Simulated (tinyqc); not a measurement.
Changing the repulsive exponent n: pair-potential crystal by lattice sums. Computed by tinyqc, a small Python program. Command: `OMP_NUM_THREADS=1 python tinyqc.py 3007901 3007902 out.jsonl pairsum sweep`. One thread of a shared host (Intel(R) Xeon(R) Processor @ 2.30GHz), about 0.03 s of CPU time with the checks.

Energy per atom E = (1/2) sum over neighbours of phi(r); d is the nearest-neighbour distance.

Inputs (values chosen for the exercise, for model atoms): well depth eps = 0.242 eV; pair minimum r0 = 3.87 angstrom; cut-off r_c/r0 = 1.68; attractive exponent m = 6.

Potential: Mie n-m. Structure: sc.

Constants: 1 eV/angstrom^3 = 160.2176634 GPa.

Method:
- phi0(r) = eps [m (r0/r)^n - n (r0/r)^m]/(n - m); shifted-force cut-off: phi(r) = phi0(r) - phi0(r_c) - (r - r_c) phi0'(r_c) for r < r_c, zero beyond.
- Shells (distance in units of d, count): fcc 1.0000 (12), 1.4142 (6), 1.7321 (24), 2.0000 (12), 2.2361 (24), 2.4495 (8), 2.6458 (48), 2.8284 (6), 3.0000 (36), 3.1623 (24); hcp 1.0000 (12), 1.4142 (6), 1.6330 (2), 1.7321 (18), 1.9149 (12), 2.0000 (6), 2.2361 (12), 2.3805 (12), 2.4495 (6), 2.5166 (6), 2.5820 (12), 2.6458 (24), 2.7080 (6), 2.8868 (12), 3.0000 (12), 3.1091 (24), 3.1623 (12); bcc 1.0000 (8), 1.1547 (6), 1.6330 (12), 1.9149 (24), 2.0000 (8), 2.3094 (6), 2.5166 (24), 2.5820 (24), 2.8284 (24), 3.0000 (32); sc 1.0000 (6), 1.4142 (12), 1.7321 (8), 2.0000 (6), 2.2361 (24), 2.4495 (24), 2.8284 (12), 3.0000 (30), 3.1623 (24); diamond 1.0000 (4), 1.6330 (12), 1.9149 (12), 2.3094 (6), 2.5166 (12), 2.8284 (24), 3.0000 (16). Volumes per atom in d^3: fcc 0.70711, hcp 0.70711, bcc 0.76980, sc 1.00000, diamond 1.53960; hcp has the ideal c/a. Every shell inside the cut-off is summed.
- Equilibrium: dE/dd = 0 at the lowest minimum with d between 0.78 r0 and 1.45 r0; B = d^2 E''(d)/(9 Omega).
- Unrelaxed vacancy: removing an atom breaks its bonds (2|E|) and placing it on the surface returns |E|, so E_v = |E|.

One run for each value:
```
repulsive exponent n  energy per atom (eV)  equilibrium distance d (angstrom)  bulk modulus B (GPa)
8                                  -0.5520                              3.751                 13.02
9                                  -0.5779                              3.763                 16.00
10                                 -0.5970                              3.773                 17.57
12                                 -0.6215                              3.792                 20.62
14                                 -0.6352                              3.806                 23.60
16                                 -0.6433                              3.816                 26.56
20                                 -0.6517                              3.831                 32.51
24                                 -0.6560                              3.839                 38.52
```

Over the rows, energy per atom (eV) falls from -0.552 to -0.656 (exponent d ln y / d ln x 0.39 between the first rows and 0.036 between the last); equilibrium distance d (angstrom) rises from 3.75 to 3.84 (exponent d ln y / d ln x 0.026 between the first rows and 0.012 between the last); bulk modulus B (GPa) rises from 13.0 to 38.5 (exponent d ln y / d ln x 1.7 between the first rows and 0.93 between the last). A harder core resists the pull of the further shells, so d stays nearer r0, and it stiffens the well.

Extremes, crossings and ranges named in words are read from the listed rows.
